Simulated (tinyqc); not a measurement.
Inside a calculation. Method: Pariser-Parr-Pople SCF with singles CI, for the molecule O=CC1=CC=CC=CC=C1 (SMILES; centres numbered as the heavy atoms are written). Computed by tinyqc, a small Python program that keeps every step. Settings: charge = 0, gamma = MN, start = huckel, damping = 0, iteration cap = 63, excitations kept = 9. Command: `OMP_NUM_THREADS=1 python tinyqc.py 29012 29013 out.jsonl` (the two numbers bound the seeds that draw the settings). One thread of a shared host (Intel(R) Xeon(R) Processor @ 2.60GHz), about 0.01 s of CPU time with the checks. Later iterations appear only in the table of the cycle.

## PPP integrals

Centres (angstrom, eV; a flat drawing with bonds scaled to 1.40 angstrom):
```
centre          x          y  core charge z          W   gamma_rr
1O      -3.362000   0.462000              1  17.700000  15.200000
2C      -2.445000  -0.596000              1  11.160000  11.130000
3C      -1.070000  -0.330000              1  11.160000  11.130000
4C      -0.299000  -1.499000              1  11.160000  11.130000
5C       1.073000  -1.779000              1  11.160000  11.130000
6C       2.241000  -1.008000              1  11.160000  11.130000
7C       2.522000   0.364000              1  11.160000  11.130000
8C       1.751000   1.532000              1  11.160000  11.130000
9C       0.379000   1.813000              1  11.160000  11.130000
10C     -0.789000   1.041000              1  11.160000  11.130000
```

Resonance integrals (eV):
```
i    j       beta
1    2  -2.510000
2    3  -2.390000
3    4  -2.390000
4    5  -2.390000
5    6  -2.390000
6    7  -2.390000
7    8  -2.390000
8    9  -2.390000
9   10  -2.390000
10   3  -2.390000
```

Mataga-Nishimoto: gamma = 14.399645/(R + a), a = 2 x 14.399645/(gamma_rr + gamma_ss); H_rr = -W_r - sum_(s != r) z_s gamma_rs; H_rs = beta for bonds.

repulsion gamma_rs (eV):
```
            1O         2C         3C         4C         5C         6C         7C         8C
1O   15.200000   5.774010   4.092247   3.043844   2.375075   2.091024   2.063401   2.279311
2C    5.774010  11.130000   5.344560   3.975591   2.876853   2.400803   2.266700   2.400528
3C    4.092247   5.344560  11.130000   5.344829   3.710610   3.081144   2.907728   3.080883
4C    3.043844   3.975591   5.344829  11.130000   5.344983   3.710493   3.080520   2.907298
5C    2.375075   2.876853   3.710610   5.344983  11.130000   5.346485   3.710610   3.081144
6C    2.091024   2.400803   3.081144   3.710493   5.346485  11.130000   5.344586   3.710674
7C    2.063401   2.266700   2.907728   3.080520   3.710610   5.344586  11.130000   5.346485
8C    2.279311   2.400528   3.080883   2.907298   3.081144   3.710674   5.346485  11.130000
9C    2.839464   2.876663   3.710610   3.080498   2.907728   3.080883   3.710610   5.344586
10C   3.859332   3.975266   5.346530   3.710674   3.081433   2.908114   3.081276   3.710493

            9C        10C
1O    2.839464   3.859332
2C    2.876663   3.975266
3C    3.710610   5.346530
4C    3.080498   3.710674
5C    2.907728   3.081433
6C    3.080883   2.908114
7C    3.710610   3.081276
8C    5.344586   3.710493
9C   11.130000   5.345391
10C   5.345391  11.130000
```

core matrix H (eV):
```
             1O          2C          3C          4C          5C          6C          7C          8C
1O   -46.117707   -2.510000    0.000000    0.000000    0.000000    0.000000    0.000000    0.000000
2C    -2.510000  -43.050974   -2.390000    0.000000    0.000000    0.000000    0.000000    0.000000
3C     0.000000   -2.390000  -47.779141   -2.390000    0.000000    0.000000    0.000000    0.000000
4C     0.000000    0.000000   -2.390000  -45.358730   -2.390000    0.000000    0.000000    0.000000
5C     0.000000    0.000000    0.000000   -2.390000  -43.594921   -2.390000    0.000000    0.000000
6C     0.000000    0.000000    0.000000    0.000000   -2.390000  -42.834206   -2.390000    0.000000
7C     0.000000    0.000000    0.000000    0.000000    0.000000   -2.390000  -42.671916   -2.390000
8C     0.000000    0.000000    0.000000    0.000000    0.000000    0.000000   -2.390000  -43.021403
9C     0.000000    0.000000    0.000000    0.000000    0.000000    0.000000    0.000000   -2.390000
10C    0.000000    0.000000   -2.390000    0.000000    0.000000    0.000000    0.000000    0.000000

             9C         10C
1O     0.000000    0.000000
2C     0.000000    0.000000
3C     0.000000   -2.390000
4C     0.000000    0.000000
5C     0.000000    0.000000
6C     0.000000    0.000000
7C     0.000000    0.000000
8C    -2.390000    0.000000
9C   -44.056434   -2.390000
10C   -2.390000  -46.178509
```

## Starting guess

pi electrons, sum of z_r less the charge = 10

Orbitals of the Hueckel matrix of the beta values.

P at the start:
```
            1O         2C         3C         4C         5C         6C         7C         8C
1O    1.158119   0.860765  -0.166058  -0.297282   0.166058   0.161529  -0.166058  -0.060912
2C    0.860765   1.000000   0.465281   0.000000  -0.129263   0.000000   0.095807   0.000000
3C   -0.166058   0.465281   1.174396   0.648226  -0.174396  -0.203095   0.174396   0.030514
4C   -0.297282   0.000000   0.648226   0.786074   0.523946   0.213926  -0.017389  -0.213926
5C    0.166058  -0.129263  -0.174396   0.523946   1.174396   0.709652  -0.174396  -0.231065
6C    0.161529   0.000000  -0.203095   0.213926   0.709652   0.786074   0.495976   0.213926
7C   -0.166058   0.095807   0.174396  -0.017389  -0.174396   0.495976   1.174396   0.729586
8C   -0.060912   0.000000   0.030514  -0.213926  -0.231065   0.213926   0.729586   0.786074
9C    0.166058  -0.129263  -0.174396  -0.183161   0.174396   0.002545  -0.174396   0.476042
10C  -0.074841   0.000000   0.414617   0.213926   0.050448  -0.213926  -0.250999   0.213926

            9C        10C
1O    0.166058  -0.074841
2C   -0.129263   0.000000
3C   -0.174396   0.414617
4C   -0.183161   0.213926
5C    0.174396   0.050448
6C    0.002545  -0.213926
7C   -0.174396  -0.250999
8C    0.476042   0.213926
9C    1.174396   0.757555
10C   0.757555   0.786074
```

## Iteration 1: Fock matrix

F_rr = H_rr + P_rr gamma_rr / 2 + sum_(s != r) P_ss gamma_rs; F_rs = H_rs - P_rs gamma_rs / 2; E = tr P (H + F) / 2 + core repulsion sum_(r<s) z_r z_s gamma_rs.

F (eV):
```
            1O         2C         3C         4C         5C         6C         7C         8C
1O   -9.327074  -4.995034   0.339775   0.452440  -0.197200  -0.168881   0.171322   0.069418
2C   -4.995034  -5.079277  -3.633360   0.000000   0.185935   0.000000  -0.108583   0.000000
3C    0.339775  -3.633360  -5.781470  -4.122329   0.323557   0.312883  -0.253548  -0.047006
4C    0.452440   0.000000  -4.122329  -5.575015  -3.790240  -0.396885   0.026784   0.310973
5C   -0.197200   0.185935   0.323557  -3.790240  -6.053129  -4.287071   0.323557   0.355972
6C   -0.168881   0.000000   0.312883  -0.396885  -4.287071  -5.725453  -3.715393  -0.396904
7C    0.171322  -0.108583  -0.253548   0.026784   0.323557  -3.715393  -6.102158  -4.340359
8C    0.069418   0.000000  -0.047006   0.310973   0.355972  -0.396904  -4.340359  -5.695507
9C   -0.235758   0.185923   0.323557   0.282114  -0.253548  -0.003920   0.323557  -3.662124
10C   0.144419   0.000000  -3.498380  -0.396904  -0.077727   0.311060   0.386698  -0.396885

            9C        10C
1O   -0.235758   0.144419
2C    0.185923   0.000000
3C    0.323557  -3.498380
4C    0.282114  -0.396904
5C   -0.253548  -0.077727
6C   -0.003920   0.311060
7C    0.323557   0.386698
8C   -3.662124  -0.396885
9C   -5.979125  -4.414714
10C  -4.414714  -5.445582
```

pi energy = -131.431843 eV

## Iteration 1: orbitals and new P

Diagonalise F (the basis is taken as orthonormal) and form P = 2 sum c c over the lowest orbitals.

orbital energies (eV): -13.886156  -12.965327  -11.756142  -11.474390  -7.776569  -4.219221  -1.787175  0.072545  0.767755  2.260888

P after iteration 1:
```
            1O         2C         3C         4C         5C         6C         7C         8C
1O    1.476974   0.783791  -0.160401  -0.245916   0.131418   0.125512  -0.122975  -0.047056
2C    0.783791   0.745917   0.485363   0.115892  -0.157915  -0.064088   0.127702   0.023520
3C   -0.160401   0.485363   1.156869   0.665081  -0.169781  -0.208421   0.161191   0.039120
4C   -0.245916   0.115892   0.665081   0.764014   0.509911   0.233839  -0.027909  -0.208765
5C    0.131418  -0.157915  -0.169781   0.509911   1.140290   0.732217  -0.164989  -0.239329
6C    0.125512  -0.064088  -0.208421   0.233839   0.732217   0.805436   0.475960   0.210084
7C   -0.122975   0.127702   0.161191  -0.027909  -0.164989   0.475960   1.142241   0.756368
8C   -0.047056   0.023520   0.039120  -0.208765  -0.239329   0.210084   0.756368   0.816776
9C    0.134747  -0.160835  -0.169575  -0.168185   0.156687  -0.002184  -0.168177   0.449599
10C  -0.058703   0.018182   0.378444   0.201826   0.063900  -0.193247  -0.259692   0.207130

            9C        10C
1O    0.134747  -0.058703
2C   -0.160835   0.018182
3C   -0.169575   0.378444
4C   -0.168185   0.201826
5C    0.156687   0.063900
6C   -0.002184  -0.193247
7C   -0.168177  -0.259692
8C    0.449599   0.207130
9C    1.146251   0.789028
10C   0.789028   0.805233
```

## Iteration 2: Fock matrix

As before.

F (eV):
```
            1O         2C         3C         4C         5C         6C         7C         8C
1O   -8.552597  -4.772810   0.328200   0.374265  -0.156064  -0.131224   0.126874   0.053627
2C   -4.772810  -4.889180  -3.687027  -0.230370   0.227149   0.076931  -0.144731  -0.028230
3C    0.328200  -3.687027  -6.117859  -4.167371   0.314995   0.321088  -0.234350  -0.060262
4C    0.374265  -0.230370  -4.167371  -5.966905  -3.752734  -0.433829   0.042987   0.303472
5C   -0.156064   0.227149   0.314995  -3.752734  -6.343536  -4.347394   0.306105   0.368703
6C   -0.131224   0.076931   0.321088  -0.433829  -4.347394  -5.968108  -3.661905  -0.389777
7C    0.126874  -0.144731  -0.234350   0.042987   0.306105  -3.661905  -6.222358  -4.411955
8C    0.053627  -0.028230  -0.060262   0.303472   0.368703  -0.389777  -4.411955  -5.810444
9C   -0.191304   0.231334   0.314614   0.259047  -0.227802   0.003364   0.312020  -3.591460
10C   0.113278  -0.036139  -3.401682  -0.374455  -0.098451   0.280991   0.400091  -0.384276

            9C        10C
1O   -0.191304   0.113278
2C    0.231334  -0.036139
3C    0.314614  -3.401682
4C    0.259047  -0.374455
5C   -0.227802  -0.098451
6C    0.003364   0.280991
7C    0.312020   0.400091
8C   -3.591460  -0.384276
9C   -5.986617  -4.498832
10C  -4.498832  -5.478409
```

pi energy = -132.080009 eV

## Iteration 2: orbitals and new P

As before.

orbital energies (eV): -14.027855  -12.773704  -11.945509  -11.217493  -7.927324  -4.344386  -1.663125  -0.112060  0.636504  2.038937

P after iteration 2:
```
            1O         2C         3C         4C         5C         6C         7C         8C
1O    1.456205   0.798419  -0.156112  -0.255572   0.123238   0.129497  -0.112565  -0.051621
2C    0.798419   0.750845   0.472387   0.125183  -0.146192  -0.066283   0.114996   0.026594
3C   -0.156112   0.472387   1.150353   0.693337  -0.170056  -0.224843   0.150632   0.056772
4C   -0.255572   0.125183   0.693337   0.788487   0.490758   0.221072  -0.019525  -0.195987
5C    0.123238  -0.146192  -0.170056   0.490758   1.136755   0.748305  -0.160514  -0.247820
6C    0.129497  -0.066283  -0.224843   0.221072   0.748305   0.815710   0.460774   0.202599
7C   -0.112565   0.114996   0.150632  -0.019525  -0.160514   0.460774   1.133738   0.773163
8C   -0.051621   0.026594   0.056772  -0.195987  -0.247820   0.202599   0.773163   0.824133
9C    0.123174  -0.147788  -0.153021  -0.178031   0.148860   0.005778  -0.159068   0.428878
10C  -0.047462   0.009542   0.346922   0.182632   0.075346  -0.179151  -0.268305   0.199717

            9C        10C
1O    0.123174  -0.047462
2C   -0.147788   0.009542
3C   -0.153021   0.346922
4C   -0.178031   0.182632
5C    0.148860   0.075346
6C    0.005778  -0.179151
7C   -0.159068  -0.268305
8C    0.428878   0.199717
9C    1.130672   0.812016
10C   0.812016   0.813102
```

## Convergence

Stop when output and input P, before any damping, agree to 1e-7.

Course of the cycle:
```
iteration         E (eV)  largest |P(out) - P(in)|
1          -131.43184251                  3.19e-01
2          -132.08000869                  3.15e-02
3          -132.11921556                  2.05e-02
4          -132.14998725                  1.80e-02
5          -132.17798039                  1.75e-02
6          -132.20170530                  1.64e-02
7          -132.22029229                  1.45e-02
8          -132.23388812                  1.24e-02
9          -132.24329435                  1.03e-02
10         -132.24952608                  8.37e-03
11         -132.25352141                  6.71e-03
...                  ...                       ...
43         -132.25985886                  1.37e-06
44         -132.25985887                  1.04e-06
45         -132.25985887                  7.96e-07
46         -132.25985887                  6.08e-07
47         -132.25985887                  4.64e-07
48         -132.25985887                  3.54e-07
49         -132.25985887                  2.70e-07
50         -132.25985887                  2.06e-07
51         -132.25985887                  1.57e-07
52         -132.25985887                  1.20e-07
53         -132.25985887                  9.17e-08
```

Converged in 53 iterations.

## Converged orbitals

Charges are z - P_rr.

orbital energies (eV): -14.027158  -12.858475  -11.827698  -11.346469  -8.138993  -4.015925  -1.688775  0.010923  0.638219  2.046582

coefficients:
```
          MO1        MO2        MO3        MO4        MO5        MO6        MO7        MO8
1O   0.302210   0.484292   0.077431   0.560505  -0.248705   0.230986  -0.426934   0.013218
2C   0.362064   0.406299   0.031255   0.235928   0.104024  -0.186610   0.595381  -0.032712
3C   0.480585   0.201067  -0.030429  -0.351690   0.356404  -0.301303   0.055933   0.045195
4C   0.390595  -0.006306  -0.353824  -0.309880   0.260310   0.463515  -0.289614  -0.338481
5C   0.296997  -0.252589  -0.479578   0.003771  -0.376789   0.258665   0.224524   0.510165
6C   0.247271  -0.391656  -0.308600   0.266341  -0.279210  -0.426900   0.049620  -0.401712
7C   0.211112  -0.423864   0.110451   0.370287   0.385314  -0.235791  -0.337464   0.038876
8C   0.211718  -0.357970   0.397613   0.205451   0.308909   0.375599   0.236199   0.281230
9C   0.241708  -0.186010   0.499757  -0.165229  -0.383487   0.244772   0.196693  -0.489294
10C  0.311267  -0.017785   0.348752  -0.364535  -0.348795  -0.316948  -0.339132   0.374823

           MO9       MO10
1O   -0.203455   0.122141
2C    0.401335  -0.291426
3C   -0.395842   0.473634
4C    0.164235  -0.343733
5C    0.149591   0.275769
6C   -0.368577  -0.243732
7C    0.491877   0.255065
8C   -0.418690  -0.282924
9C    0.160561   0.345062
10C   0.112341  -0.397550
```

pi charges: 1O -0.415771, 2C 0.272743, 3C -0.046051, 4C 0.116835, 5C -0.047975, 6C 0.082666, 7C -0.044015, 8C 0.062604, 9C -0.034285, 10C 0.053250

## Singles CI, singlets

Over the 9 single excitations with the smallest orbital gaps: A = (e_a - e_i) delta + 2 (ia|jb) - (ij|ab), with (pq|rs) = sum c_mp c_mq gamma_mn c_nr c_ns. f = 2/3 w |mu|^2 in atomic units, mu = sqrt2 sum c_ia sum_m c_mi c_ma R_m.

singlet CI matrix (eV):
```
           5>6        5>7        4>6        3>6        5>8        5>9        2>6        4>7
5>6   0.625718  -0.278002  -0.267559   0.017891   0.091552  -0.072694  -0.130230  -0.002317
5>7  -0.278002   3.764259   0.577896   0.000970   0.004321  -0.112021  -0.063230   0.110882
4>6  -0.267559   0.577896   4.699777   0.094666  -0.058817  -0.399480   0.028050  -0.083269
3>6   0.017891   0.000970   0.094666   5.028486   0.788015  -0.058900   0.045607  -0.280260
5>8   0.091552   0.004321  -0.058817   0.788015   5.320430   0.026894   0.064950  -0.203455
5>9  -0.072694  -0.112021  -0.399480  -0.058900   0.026894   5.806178   0.518759  -0.107989
2>6  -0.130230  -0.063230   0.028050   0.045607   0.064950   0.518759   5.937131  -0.132693
4>7  -0.002317   0.110882  -0.083269  -0.280260  -0.203455  -0.107989  -0.132693   6.700201
1>6  -0.023957  -0.172629   0.062889  -0.021648  -0.085391  -0.058818   0.015729  -0.099400

           1>6
5>6  -0.023957
5>7  -0.172629
4>6   0.062889
3>6  -0.021648
5>8  -0.085391
5>9  -0.058818
2>6   0.015729
4>7  -0.099400
1>6   6.871904
```

singlet excitation energies (eV): 0.582845  3.472501  4.355870  4.801249  5.507794  5.841585  6.389191  6.842155  6.960893

oscillator strengths: 0.004547  0.148364  0.072291  0.849902  0.465184  1.018837  0.746355  0.222443  0.073612

## Singles CI, triplets

Over the 9 single excitations with the smallest orbital gaps: A = (e_a - e_i) delta - (ij|ab), with (pq|rs) = sum c_mp c_mq gamma_mn c_nr c_ns.

triplet CI matrix (eV):
```
           5>6        5>7        4>6        3>6        5>8        5>9        2>6        4>7
5>6  -0.358714  -0.304557   0.076205  -0.042930   0.069231  -0.086353  -0.161016  -0.696447
5>7  -0.304557   2.381508  -0.696447  -0.127535   0.046536   0.357104   0.084986   0.267699
4>6   0.076205  -0.696447   3.067127  -0.033319   0.030569   0.417175   0.364154   0.403364
3>6  -0.042930  -0.127535  -0.033319   3.232918  -0.899227  -0.006668  -0.052659   0.246191
5>8   0.069231   0.046536   0.030569  -0.899227   3.501165   0.007741  -0.020301   0.234534
5>9  -0.086353   0.357104   0.417175  -0.006668   0.007741   4.359118  -0.598385   0.553248
2>6  -0.161016   0.084986   0.364154  -0.052659  -0.020301  -0.598385   4.660465   0.784769
4>7  -0.696447   0.267699   0.403364   0.246191   0.234534   0.553248   0.784769   4.799491
1>6  -0.140968   0.163619   0.341239   0.236112   0.121393   0.014173   0.247707   0.143550

           1>6
5>6  -0.140968
5>7   0.163619
4>6   0.341239
3>6   0.236112
5>8   0.121393
5>9   0.014173
2>6   0.247707
4>7   0.143550
1>6   5.514230
```

triplet excitation energies (eV): -0.482678  1.733195  2.379695  3.295154  3.581283  4.280509  5.060168  5.288931  6.021052
